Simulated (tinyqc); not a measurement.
Length of a molecular wire: coherent transport through a tight-binding bridge. Computed by the program tinyqc. Command: `OMP_NUM_THREADS=1 python tinyqc.py 115211 115212 out.jsonl`; one thread of a shared host (Intel(R) Xeon(R) Processor @ 2.60GHz), about 1 s.

A uniform bridge between two chains:
```
parameter,value
site energy (eV),0.260000
hopping in the bridge (eV),0.940000
lead hopping (eV),1.590000
couplings (eV),"0.66, 1.14"
E (eV),-0.150000
```

T = Gamma_L Gamma_R |G_1n|^2 with the self-energies of semi-infinite chains.

Transmission against length:
```
sites,T,ln T
2,7.1656e-01,-0.3333
3,6.1951e-01,-0.4788
4,7.7133e-01,-0.2596
5,6.0502e-01,-0.5025
6,7.5437e-01,-0.2819
7,6.4044e-01,-0.4456
8,6.8406e-01,-0.3797
9,7.1112e-01,-0.3409
10,6.2248e-01,-0.4740
```

E lies inside the band of the bridge (|E - e|/2h = 0.218 < 1): T does not decay but oscillates with length, between 0.605 and 0.771 here, as levels of the bridge pass E.
